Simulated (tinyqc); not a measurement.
Kinetic Monte Carlo and master equation for a particle on a ring of sites with traps and bias: one step, computed by the program tinyqc.

8 sites on a ring, numbered 1 to 8. The saddle between i and i+1 lies at E0 + s b_i and site i at s eps_i; a force F tilts the landscape, with the saddle half-way.

Problem. Steady state. Master equation dP/dt = W P, W_(i+1,i) = k right, W_(i-1,i) = k left, columns summing to zero. The steady state is its null vector; drift v = a sum P_i (k right - k left). D = a^2 lambda''(0)/2, where lambda(q) is the leading eigenvalue of W with right hops weighted by exp(q) and left hops by exp(-q). The slowest relaxation rate is minus the real part of the next eigenvalue of W. 1 angstrom = 1e-8 cm.

Inputs (values chosen for the exercise, for a model defect): temperature T = 300 K; site spacing a = 3.3 angstrom.

Disorder: random barriers.

Rates, shares of right hops and mean stays:
```
site  k right (1/s)  k left (1/s)  share right  mean stay (s)
1           13932.0       19445.7    0.4174047   2.996017e-05
2          112505.3        9997.1    0.9183924   8.163101e-06
3           16263.4       80730.1    0.1676748   1.030997e-05
4           13403.4       11670.0    0.5345649   3.988290e-05
5           27309.9        9617.8    0.7395504   2.707993e-05
6          147491.8       19596.7    0.8827168   5.984852e-06
7           22161.8      105835.2    0.1731428   7.812684e-06
8           27099.4       15902.5    0.6301905   2.325474e-05
```

Constants: k_B = 8.617333262e-05 eV/K.

Give: occupations P_i; drift velocity v; diffusivity D; slowest relaxation rate.

Solution.

occupations P_i: 0.1404  0.1131  0.1474  0.1347  0.1019  0.0999  0.1314  0.1312

drift velocity v = 2.179e-04 cm/s

diffusivity D = 2.225e-11 cm^2/s

slowest relaxation rate = 12265 1/s
